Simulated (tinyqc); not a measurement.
Incorporation against temperature: precursor delivery by bubblers, mass-transport growth and the solid composition of a III-V alloy. Computed by tinyqc, a small Python program. Command: `OMP_NUM_THREADS=1 python tinyqc.py 3016563 3016564 out.jsonl movpe_thermo walk`. One thread of a shared host (Intel(R) Xeon(R) Processor @ 2.30GHz), about 0.01 s of CPU time with the checks.

1 sccm = 44.615 micromol/min; 1 torr = 133.322 Pa. The sources decompose fully at the surface.

Inputs (values chosen for the exercise, modelled on trimethylgallium (source 1) and trimethylindium (source 2) for the vapour pressures):
```
quantity                                                                                                  value        unit
bath temperature T1                                                                                         273           K
bath temperature T2                                                                                         306           K
bubbler pressure p_b                                                                                        760        torr
carrier flow F1                                                                                             8.4        sccm
carrier flow F2                                                                                              30        sccm
total flow F_t                                                                                               28         slm
group-V flow F_V                                                                                             64        sccm
reactor pressure p                                                                                           76        torr
growth temperature T                                                                                       1030           K
diffusivity at 273 K and 760 torr                                                                          0.44      cm^2/s
flow cross-section A                                                                                         51        cm^2
distance from the leading edge z                                                                              5          cm
lattice constant a                                                                                         5.77    angstrom
interaction L0 of the solid                                                                                21.3      kJ/mol
log10 of p_B,eq over pure BC at 1000 K and 1 torr of group V (exaggerated: liquid indium has about -4.1)   -2.3  log10 torr
enthalpy of that equilibrium H                                                                              299      kJ/mol
```

Alloy: mixing on the group-III sites, with desorption of B.

constants a, b of source 1 (log10 torr, K): 8.099  1703

constants a, b of source 2 (log10 torr, K): 10.55  3014

Constants: k_B = 1.380649e-23 J/K; R = 8.314462618 J/(mol K).

Method:
- log10 p_v = a - b/T_bath; molar flow = F x 44.615 x p_v/(p_b - p_v) for a saturated bubbler.
- p_i = p n_i/(44615 F_t), F_t in slm; p_V = p F_V/(1000 F_t), counted per molecule supplied; V/III = 44.615 F_V/(n1 + n2); vapour fraction of source 2 = n2/(n1 + n2).
- Mean velocity u = (F_t/A)(760/p)(T/273); D = D0 (T/273)^1.75 (760/p); boundary layer delta = sqrt(pi D z/u); flux = D dp/(delta k_B T); growth rate = flux x a^3/4.
- A sticks fully. B desorbs: its surface pressure is p_B* = x gamma_B K/sqrt(p_V), ln gamma_B = L0 (1 - x)^2/(R T), K = 10^(log10 K at 1000 K) exp[-(H/R)(1/T - 1/1000)], p_V in torr. With equal diffusivities x = (p_2 - p_B*)/(p_1 + p_2 - p_B*). Growth rate = rate per torr x p_1/(1 - x).

p_2 = 5.40961e-04 torr

K/sqrt(p_V) = 0.0342745 torr

p_V = 0.173714 torr

vapour fraction of source 2 = 0.183451

p_1 = 0.00240783 torr

At fixed flows:
```
T (K)  K/sqrt(p_V) (torr)        x  share of B incorporated, 1 - p_B*/p_2
801            1.5849e-06  0.18277                                0.99547
837            1.0930e-05  0.17917                                0.97154
869            5.3177e-05  0.16405                                0.87346
893            1.6171e-04  0.12913                                0.65999
921            5.5010e-04  0.06025                                0.28538
947            1.6070e-03  0.02279                                0.10378
978            5.3550e-03  0.00739                                0.03316
1023           2.6991e-02  0.00164                                0.00731
```

What follows from these numbers?

x equals the vapour fraction 0.183 while gamma_B K/sqrt(p_V) is small against p_1 + p_2 = 0.0029 torr and falls once it is not. Between the last rows the apparent energy R d ln x/d(1/T) is 278 kJ/mol, against H = 299.
